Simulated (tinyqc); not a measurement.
Donor level screened by free carriers (Yukawa potential), step by step. Values are carried at full precision from step to step, so a last printed digit may differ when a step is redone from the rounded ones.

Screening wave number: Debye ks^2 = 4 pi q n/(eps kB T); Thomas-Fermi ks^2 = 6 pi q n/(eps EF) with EF = c (3 pi^2 n/gv)^(2/3)/m, c = hbar^2/2m0; the two are joined by 1/ks^2 = sqrt(1/ks_D^4 + 1/ks_TF^4). 1e18/cm^3 = 1e-6/angstrom^3, q = e^2/(4 pi eps0).

Constants: e^2/(4 pi eps0) = 14.39964547 eV angstrom; kB = 8.617333262e-05 eV/K; hbar^2/2m0 = 3.80998211 eV angstrom^2; Ry = 13.60569312 eV; a0 (Bohr radius) = 0.5291772105 angstrom.

Inputs chosen for the exercise (near those of a donor in Si, with one mean mass; the results hold for these values, not for the real material): m = 0.306 m0 (mass); eps = 11.6 (dielectric constant); gv = 6 (valleys); T = 400 K (temperature); n = 2 x 1e18/cm^3 (free-carrier density).

## Units and screening length

Give Ry* = Ry m/eps^2, a* = a0 eps/m, EF, the three values of ks, and x = ks a*.

Ry* = 30.940 meV
a* = 20.06 angstrom
EF = 5.73 meV

ks: Debye, Thomas-Fermi, joined (1/angstrom): 0.03009  0.09038  0.02999

x = 0.6017

EF/kB T = 0.17, so the Debye value, the smaller one, controls the screening.

## One-parameter trial function

Potential -(q/(eps r)) exp(-ks r), q = e^2/(4 pi eps0). In units Ry* = Ry m/eps^2 and a* = a0 eps/m the problem is [-Laplacian - 2 exp(-x r)/r] psi = E psi with x = ks a*.

For exp(-z r): E(z) = z^2 - 8 z^3/(2z + x)^2 in Ry*. Scan z = 0.5, 0.6, ..., 1.1, then minimise; first order gives -1 + 2x.

Scan (Ry*):
```
z,kinetic,potential,E
0.5,0.2500,-0.3898,-0.1398
0.6,0.3600,-0.5323,-0.1723
0.7,0.4900,-0.6849,-0.1949
0.8,0.6400,-0.8450,-0.2050
0.9,0.8100,-1.0111,-0.2011
1.0,1.0000,-1.1819,-0.1819
1.1,1.2100,-1.3565,-0.1465
```

best z = 0.824
E = -0.2054 Ry*
binding = 6.35 meV

First order in x would give 0.203 Ry*, a rigid shift by q ks/eps; it overstates the loss of binding by 0.409 Ry*.

## Converged levels

Converged values use 18 functions exp(-z r), z = 1.55^i, i = -11 to 6: S = 2/A^3, H = z_i z_j S - 2/(A + x)^2, A = z_i + z_j.

The 1s and 2s levels and the mean radius.

1s = -0.2110 Ry*
binding = 6.53 meV
<r> = 39.5 angstrom
second root = 0.0000 Ry*

The trial function misses by 0.0056 Ry*. Screening leaves 21 % of the bare binding, 0.19 kB T. 2s is no longer bound (it unbinds at x = 0.310).

## Checks

- 1s at x = 0.5 against the known -0.29623 Ry*: both -0.29623.
- 1s at x = 0 against -1: both -1.00000.

Run: tinyqc, `OMP_NUM_THREADS=1 python tinyqc.py 1251140 1251141 out.jsonl`; Intel(R) Xeon(R) Processor @ 2.30GHz, one thread, shared host; about 0.01 s of CPU time with all checks.
